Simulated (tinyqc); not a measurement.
Polycrystalline film, grain-boundary barriers (Seto model): one step of the calculation.

One-dimensional grains of size Lg with donors N; each boundary has Qt acceptor-like traps per area at one level Et below the band edge. Trapped electrons qt deplete a width w = qt/N (both sides together) and raise a barrier Vb = q N w^2/(8 eps0 eps_r). Current crosses the barriers by thermionic emission at small bias. Abrupt depletion, full ionisation, Boltzmann statistics.

Task. Trapped charge. w = qt/N, Vb = q N w^2/(8 eps0 eps_r), out = Qt/(1 + 2 (Nc/N) exp((Vb - Et)/Vt)); qt(new) = qt + 0.06 (out - qt).

Parameters, values chosen for the exercise; values close to those of polycrystalline silicon:
```
symbol    value   unit                                     meaning
T           250      K                                 temperature
eps_r      11.7         relative permittivity of the semiconductor
Lg          200     nm                                  grain size
Qt       3.2e12  cm^-2                  trap density at a boundary
N        1.3e17  cm^-3                               donor density
Nc      2.13e19  cm^-3      conduction-band density of states at T
Et         0.49     eV              trap level below the band edge
```

Constants: q = 1.602176634e-19 C, kB = 1.380649e-23 J/K, Vt = kB T/q, eps0 = 8.8541878128e-14 F/cm where lengths are in cm. Results are converted to the units shown.

qt at the start = 1.5e12 cm^-2

Wanted: w; Vb; out; qt after iteration 1.

Result.

w = 115.4 nm
Vb = 0.3346 V
out = 2.578e12 cm^-2
qt after iteration 1 = 1.565e12 cm^-2

tinyqc, about 0.01 s, one thread, Intel Xeon 2.30GHz (shared host): `OMP_NUM_THREADS=1 python tinyqc.py 2610040 2610041 out.jsonl`
